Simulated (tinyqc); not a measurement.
# Punch-through p+-n junction, ionisation integral and breakdown: effects of single changes

A p+ layer at x < 0 and an n drift layer from x = 0 to L on an n+ substrate. Depletion approximation, built-in voltage neglected. Local ionisation coefficients alpha_n = an exp(-(bn/E)^mx), alpha_p = ap exp(-(bp/E)^mx). Electrons move towards +x, holes towards x = 0.

Parameters, values chosen for the exercise; material values close to those of silicon:
- eps_r = 11.8 (relative permittivity)
- an = 7.25e5 1/cm (prefactor of the electron ionisation coefficient)
- bn = 1.18e6 V/cm (field constant for electrons)
- ap = 1.57e6 1/cm (prefactor of the hole ionisation coefficient)
- bp = 1.99e6 V/cm (field constant for holes)
- mx = 1 (exponent)
- mu = 1340 cm^2/(V s) (electron mobility of the drift layer)
- N = 1.2e15 cm^-3 (donor density of the drift layer)
- L = 4.5 um (thickness of the drift layer)

Constants: q = 1.602176634e-19 C, eps0 = 8.8541878128e-14 F/cm where lengths are in cm. Results are converted to the units shown.

Each table varies one quantity; the others keep the values above.

## Multiplication against voltage

W = sqrt(2 eps0 eps_r V/(q N)), peak field E0 = q N W/(eps0 eps_r), falling linearly to 0 at W; if W > L the layer is punched through: W = L, E0 = V/L + q N L/(2 eps0 eps_r), falling linearly to E1 = V/L - q N L/(2 eps0 eps_r). G(x) = integral from 0 to x of (alpha_n - alpha_p); I_n = integral of alpha_n exp(-G) (electrons injected at x = 0), I_p = integral of alpha_p exp(G(end) - G) (holes injected at the far edge); M = 1/(1 - I). Integrals on a fine grid; BV is where I_n = 1. Here BV = 107.663 V; the Miller exponent is n = ln(1 - 1/M)/ln(V/BV).

Results:
```
V (V),E0 (kV/cm),I_n,I_p,M_n,M_p,"Miller n, electrons","Miller n, holes"
43.1,137,0.00947,3.60e-5,1.01,1.00,5.09,11.2
53.8,161,0.0444,4.24e-4,1.05,1.00,4.49,11.2
75.4,209,0.323,0.0145,1.48,1.01,3.17,11.9
86.1,233,0.570,0.0602,2.33,1.06,2.51,12.6
92.6,247,0.724,0.139,3.62,1.16,2.14,13.1
99,261,0.859,0.317,7.07,1.46,1.82,13.7
103,270,0.930,0.536,14.3,2.15,1.64,14.1
106,277,0.977,0.799,42.8,4.98,1.52,14.4
```

Estimate the missing row, V = 64.6 V.

Computed row:
```
V (V),E0 (kV/cm),I_n,I_p,M_n,M_p,"Miller n, electrons","Miller n, holes"
64.6,185,0.140,0.00291,1.16,1.00,3.85,11.4
```

With this row back in the table: M_n rises from 1.010 to 42.8 and M_p from 1.000 to 4.98; both diverge at BV. The Miller exponent for electrons falls from 5.09 to 1.52 and that for holes rises from 11.2 to 14.4, so one exponent describes neither over the whole range. The larger multiplication belongs to electrons, whose coefficient at the peak field of the last row is 8.60 times the other.

## Effect of the drift doping

Same model as above.

Specific on-resistance Ron = L/(q mu N) with constant mobility and full ionisation.

Effect of the drift doping:
```
N (cm^-3),BV (V),E0 at BV (kV/cm),W at BV (um),Ron (mohm cm^2),BV^2/Ron (MW/cm^2),eps0 eps_r mu E0^3/4 (MW/cm^2)
1e14,111,250,4.50,21.0,0.587,5.46
1.9e14,111,253,4.50,11.0,1.11,5.64
3.7e14,110,258,4.50,5.66,2.15,6.01
7.1e14,109,268,4.50,2.95,4.06,6.72
1.4e15,107,286,4.50,1.50,7.62,8.15
2.6e15,99.6,311,4.50,0.806,12.3,10.5
5e15,78.0,346,4.50,0.419,14.5,14.5
9.6e15,51.0,387,2.63,0.218,11.9,20.4
```

What does the comparison show?

BV falls from 111 to 51.0 V while the critical field rises from 250 to 387 kV/cm. BV goes as N^(0.00) between the first two rows and N^(-0.65) between the last two (a coefficient proportional to E^7 gives -0.75 without punch-through). BV^2/Ron goes from 0.587 through a maximum of 14.5 (at N = 5e15 among the rows listed) to 11.9 MW/cm^2; the layer is punched through at breakdown in 7 of the 8 rows.

## Effect of the drift thickness

Same model as above.

The value eps0 eps_r mu E0^3/4 holds for a triangular field; a layer that punches through can exceed it.

Result of one run:
```
L (um),BV (V),E0 at BV (kV/cm),W at BV (um),Ron (mohm cm^2),BV^2/Ron (MW/cm^2),eps0 eps_r mu E0^3/4 (MW/cm^2)
7.4,155,277,7.40,2.87,8.33,7.45
```

What becomes of these results when the thickness of the drift layer L is changed from 7.4 to 5.5 um, all else the same?

Result of the changed run:
```
L (um),BV (V),E0 at BV (kV/cm),W at BV (um),Ron (mohm cm^2),BV^2/Ron (MW/cm^2),eps0 eps_r mu E0^3/4 (MW/cm^2)
5.5,125,278,5.50,2.13,7.36,7.56
```

The whole series:
```
L (um),BV (V),E0 at BV (kV/cm),W at BV (um),Ron (mohm cm^2),BV^2/Ron (MW/cm^2),eps0 eps_r mu E0^3/4 (MW/cm^2)
2.3,63.5,297,2.30,0.893,4.52,9.20
3,78.4,289,3.00,1.16,5.28,8.44
4.1,100,282,4.10,1.59,6.31,7.86
5.5,125,278,5.50,2.13,7.36,7.56
7.4,155,277,7.40,2.87,8.33,7.45
9.9,184,277,9.90,3.84,8.81,7.44
13,205,277,13.0,5.05,8.29,7.44
18,208,277,15.1,6.99,6.22,7.44
24,208,277,15.1,9.32,4.66,7.44
```

BV rises from 63.5 to 208 V and saturates once L exceeds the free depleted width of 15.1 um, while Ron keeps rising as L. BV^2/Ron goes from 4.52 through a maximum of 8.81 (at L = 9.9 um among the rows listed) to 4.66 MW/cm^2. The best row has L = 0.66 of that width: the last part of the triangle adds little voltage but its full share of resistance.

Numbers from tinyqc (`OMP_NUM_THREADS=1 python tinyqc.py 2120067 2120068 out.jsonl`; about 0.07 s on one thread of a shared Intel Xeon 2.30GHz).
